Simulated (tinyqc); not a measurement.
Range and order of the fit: effective mass of the conduction band from tabulated energies.

c = hbar^2/2m0.
Constants: hbar^2/2m0 = 3.80998211 eV angstrom^2.

Energies along [111], from the band edge:
```
k (1/angstrom),E (meV)
0.000000,0.00000
0.009100,3.92790
0.018200,15.58260
0.027300,34.59730
0.036400,60.42060
0.045500,92.38710
0.054600,129.78540
0.063700,171.91410
0.072800,218.11830
```

reference mass (curvature of the model at k = 0.0001 1/angstrom) = 0.080100 m0

Least-squares fits of E = a k^2 (+ b k^4 + d k^6) over points 1 to n, and the line y = c k^2/E against E; errors of m against the reference.

Results:
```
n,E at point n (meV),one term (%),two terms (%),three terms (%),line (%),"rms residual, one term (meV)"
3,34.6,2.22,0.05,0.00,0.00,0.117
4,60.4,3.72,0.15,0.00,0.00,0.340
5,92.4,5.53,0.33,0.02,0.00,0.751
6,129.8,7.62,0.63,0.05,0.00,1.406
7,171.9,9.96,1.04,0.11,0.00,2.350
8,218.1,12.51,1.58,0.21,-0.01,3.619
```

What can be read from this table?

The error of the parabola goes from +2.22 to +12.51 % as the range widens, and at n = 8 its residual, 3.62 meV, is only 1.7 % of the top energy: a small residual does not vouch for the mass. Over the full range (n = 8) the best form is the line (0.01 %); the line errs by 0.00 % at n = 3 and -0.01 % at n = 8. Without scatter, a narrower range or a second term is the cure: at n = 8 the errors are +12.51, +1.58 and +0.21 % for one, two and three terms. Three terms on three points interpolate exactly.

tinyqc: `OMP_NUM_THREADS=1 python tinyqc.py 1881061 1881062 out.jsonl`; about 0.01 s, one thread, shared Intel(R) Xeon(R) Processor @ 2.30GHz.
